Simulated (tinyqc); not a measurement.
Permittivity of the insulator from five potentials.

Question. A node lies on a semiconductor-insulator interface. Steps: hs = tb/1 down into the semiconductor, ho = tox/1 up into the insulator, hy = L/4 sideways. The flux balance of its box reads eox (hy/ho)(above - node) + eps_r (hy/hs)(below - node) + [(eps_r hs + eox ho)/(2 hy)](left + right - 2 node) - q Na (hs/2) hy/eps0 = 0. Find eox.

Inputs (values chosen for the exercise); semiconductor permittivity close to that of germanium: relative permittivity of the semiconductor eps_r = 16.2; half the body thickness tb = 3 nm; insulator thickness tox = 2.3 nm; channel length L = 31 nm; acceptor density of the depleted body Na = 2.1e17 cm^-3.

Constants: q = 1.602176634e-19 C, eps0 = 8.8541878128e-14 F/cm where lengths are in cm. Results are converted to the units shown.

psi (V): node 0.23503415, above 0.1, below 0.25326992, left 0.16425713, right 0.59

Answer. The balance is linear in eox.

eox = 3.900

Program tinyqc, `OMP_NUM_THREADS=1 python tinyqc.py 2480003 2480004 out.jsonl`; Intel Xeon 2.30GHz, shared host, one thread, about 0.09 s.
